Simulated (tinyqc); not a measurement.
ROHF in the sto-3g basis, for H4, spin multiplicity 3, step by step. One step of it, computed by the program tinyqc.

Problem. Iteration 1: building the Fock matrix. J_ij = sum D_kl (ij|kl) with D = D(alpha) + D(beta), K_ij = sum D_kl (ik|jl) for each spin; F = H + J - K(s); E = tr D H + tr D J / 2 - 0.5 sum_s tr D(s) K(s) + E_nn.

D(alpha) at the start, order 1H 1s, 2H 1s, 3H 1s, 4H 1s:
```
[[0.748543, 0.002906, -0.384491, 0.393708],
 [0.002906, 0.721560, 0.298613, -0.384491],
 [-0.384491, 0.298613, 0.721560, 0.002906],
 [0.393708, -0.384491, 0.002906, 0.748543]]
```

D(beta) at the start, order 1H 1s, 2H 1s, 3H 1s, 4H 1s:
```
[[0.096111, 0.156784, 0.156784, 0.096111],
 [0.156784, 0.255758, 0.255758, 0.156784],
 [0.156784, 0.255758, 0.255758, 0.156784],
 [0.096111, 0.156784, 0.156784, 0.096111]]
```

core Hamiltonian H = T + V (hartree), order 1H 1s, 2H 1s, 3H 1s, 4H 1s:
```
[[-1.166729, -0.601675, -0.021054, -0.001084],
 [-0.601675, -1.314048, -0.200679, -0.021054],
 [-0.021054, -0.200679, -1.314048, -0.601675],
 [-0.001084, -0.021054, -0.601675, -1.166729]]
```

Two-electron integrals (ij|kl) in chemists' order, unique and non-zero (hartree):
```
(11|11) 0.774606   (21|11) 0.209853   (21|21) 0.079515   (22|11) 0.404925
(22|21) 0.209853   (22|22) 0.774606   (31|11) 0.003609   (31|21) 0.001674
(31|22) 0.005681   (31|31) 0.000053   (32|11) 0.029234   (32|21) 0.014649
(32|22) 0.056382   (32|31) 0.000587   (32|32) 0.007456   (33|11) 0.163172
(33|21) 0.074220   (33|22) 0.264339   (33|31) 0.003609   (33|32) 0.056382
(33|33) 0.774606   (41|11) 0.000114   (41|21) 0.000055   (41|22) 0.000205
(41|31) 2.20e-06   (41|32) 0.000028   (41|33) 0.000205   (41|41) 1.03e-07
(42|11) 0.002046   (42|21) 0.000972   (42|22) 0.003609   (42|31) 0.000043
(42|32) 0.000587   (42|33) 0.005681   (42|41) 2.20e-06   (42|42) 0.000053
(43|11) 0.049988   (43|21) 0.021874   (43|22) 0.074220   (43|31) 0.000972
(43|32) 0.014649   (43|33) 0.209853   (43|41) 0.000055   (43|42) 0.001674
(43|43) 0.079515   (44|11) 0.117831   (44|21) 0.049988   (44|22) 0.163172
(44|31) 0.002046   (44|32) 0.029234   (44|33) 0.404925   (44|41) 0.000114
(44|42) 0.003609   (44|43) 0.209853   (44|44) 0.774606
```

nuclear repulsion = 1.55747316 hartree

Give: Coulomb J; exchange K(alpha); exchange K(beta); F(alpha); F(beta); total energy of this density.

Solution.

Coulomb J (hartree), order 1H 1s, 2H 1s, 3H 1s, 4H 1s:
```
[[1.422, 0.545, 0.015, 0.001],
 [0.545, 1.644, 0.177, 0.015],
 [0.015, 0.177, 1.644, 0.545],
 [0.001, 0.015, 0.545, 1.422]]
```

exchange K(alpha) (hartree), order 1H 1s, 2H 1s, 3H 1s, 4H 1s:
```
[[0.637, 0.305, -0.013, 0.016],
 [0.305, 0.645, 0.116, -0.013],
 [-0.013, 0.116, 0.645, 0.305],
 [0.016, -0.013, 0.305, 0.637]]
```

exchange K(beta) (hartree), order 1H 1s, 2H 1s, 3H 1s, 4H 1s:
```
[[0.163, 0.160, 0.063, 0.034],
 [0.160, 0.308, 0.131, 0.063],
 [0.063, 0.131, 0.308, 0.160],
 [0.034, 0.063, 0.160, 0.163]]
```

F(alpha) (hartree), order 1H 1s, 2H 1s, 3H 1s, 4H 1s:
```
[[-0.382, -0.362, 0.007, -0.017],
 [-0.362, -0.315, -0.140, 0.007],
 [0.007, -0.140, -0.315, -0.362],
 [-0.017, 0.007, -0.362, -0.382]]
```

F(beta) (hartree), order 1H 1s, 2H 1s, 3H 1s, 4H 1s:
```
[[0.093, -0.217, -0.069, -0.034],
 [-0.217, 0.022, -0.155, -0.069],
 [-0.069, -0.155, 0.022, -0.217],
 [-0.034, -0.069, -0.217, 0.093]]
```

total energy of this density = -1.69378 hartree
